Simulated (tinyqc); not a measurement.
Inside a calculation. Method: RKS/PBE in the sto-3g basis, for H3+, spin multiplicity 1. One step of it, computed by the program tinyqc.

Question. Iteration 1: building the Kohn-Sham matrix. J_ij = sum D_kl (ij|kl); F = H + J + V_xc; E = tr D H + tr D J / 2 + E_xc + E_nn.

D at the start:
```
,1H 1s,2H 1s,3H 1s
1H 1s,0.002141,0.029483,-0.064523
2H 1s,0.029483,0.406020,-0.888580
3H 1s,-0.064523,-0.888580,1.944670
```

core Hamiltonian H = T + V (hartree):
```
,1H 1s,2H 1s,3H 1s
1H 1s,-1.184738,-0.438148,-0.438355
2H 1s,-0.438148,-1.134279,-0.307071
3H 1s,-0.438355,-0.307071,-1.134357
```

Two-electron integrals (ij|kl) in chemists' order, unique and non-zero (hartree):
```
i,j,k,l,(ij|kl)
1,1,1,1,0.774606
2,1,1,1,0.145683
2,1,2,1,0.041421
2,2,1,1,0.352752
2,2,2,1,0.145683
2,2,2,2,0.774606
3,1,1,1,0.145765
3,1,2,1,0.033502
3,1,2,2,0.094893
3,1,3,1,0.041463
3,2,1,1,0.074155
3,2,2,1,0.024035
3,2,2,2,0.095006
3,2,3,1,0.024046
3,2,3,2,0.019173
3,3,1,1,0.352822
3,3,2,1,0.094862
3,3,2,2,0.306184
3,3,3,1,0.145765
3,3,3,2,0.095006
3,3,3,3,0.774606
```

nuclear repulsion = 1.03066552 hartree

V_xc (hartree):
```
,1H 1s,2H 1s,3H 1s
1H 1s,-0.106211,-0.050658,-0.073503
2H 1s,-0.050658,-0.305459,-0.053761
3H 1s,-0.073503,-0.053761,-0.497449
```

E_xc = sum of w rho eps_xc = -0.77256773 hartree

Give: Coulomb J; Kohn-Sham matrix F; total energy of this density.

Answer.

Coulomb J (hartree):
```
,1H 1s,2H 1s,3H 1s
1H 1s,0.6890,0.1993,0.2762
2H 1s,0.1993,0.7382,0.1877
3H 1s,0.2762,0.1877,1.4494
```

Kohn-Sham matrix F (hartree):
```
,1H 1s,2H 1s,3H 1s
1H 1s,-0.6019,-0.2895,-0.2357
2H 1s,-0.2895,-0.7015,-0.1731
3H 1s,-0.2357,-0.1731,-0.1824
```

total energy of this density = -0.453370 hartree
